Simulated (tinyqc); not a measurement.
From results back to parameters: bond-orbital model of a tetrahedral semiconductor (Harrison's universal couplings). Three cases, with inputs chosen for the exercise.

Problem. In the bond-orbital model the bond-antibond splitting is 2 sqrt(V2^2 + V3^2), Z* = 4 ap - (Z - 4) with ap = V3/sqrt(V2^2 + V3^2), and V2 = 3.22 x 2c/d^2, c = hbar^2/2m0. The values below come from a hidden bond length and V3.

Constants: hbar^2/2m0 = 3.80998211 eV angstrom^2.

Find: V2, V3; d.

Method. ap = (Z* + Z - 4)/4; V3 = ap times half the splitting, V2 = sqrt(1 - ap^2) times it, and d = sqrt(6.44 c/V2).

Case 1.

Values chosen (out of a larger set: near tabulated values for GaP; the model gives trends, and its gaps can be far from the real ones; not measured data): Z = 5 (valence electrons of the anion).

splitting = 10.05144 eV
Z* = 0.92510 e

Solution.

V2, V3 (eV): 4.405  2.419

d = 2.360 angstrom

Case 2.

Values chosen (out of a larger set: near tabulated values for SiC; the model gives trends, and its gaps can be far from the real ones; not measured data): Z = 4 (valence electrons of the anion).

splitting = 14.38635 eV
Z* = 1.04752 e

Solution.

V2, V3 (eV): 6.942  1.884

d = 1.880 angstrom

Case 3.

Values chosen (out of a larger set: near tabulated values for GaAs; the model gives trends, and its gaps can be far from the real ones; not measured data): Z = 5 (valence electrons of the anion).

splitting = 9.15062 eV
Z* = 0.85343 e

Solution.

V2, V3 (eV): 4.055  2.120

d = 2.460 angstrom

Computed by tinyqc, one run a case: `OMP_NUM_THREADS=1 python tinyqc.py N N+1 out.jsonl` with N = 1450019, 1450172, 1450174; one thread of a shared Intel(R) Xeon(R) Processor @ 2.30GHz, about 0.01 s a run at most.
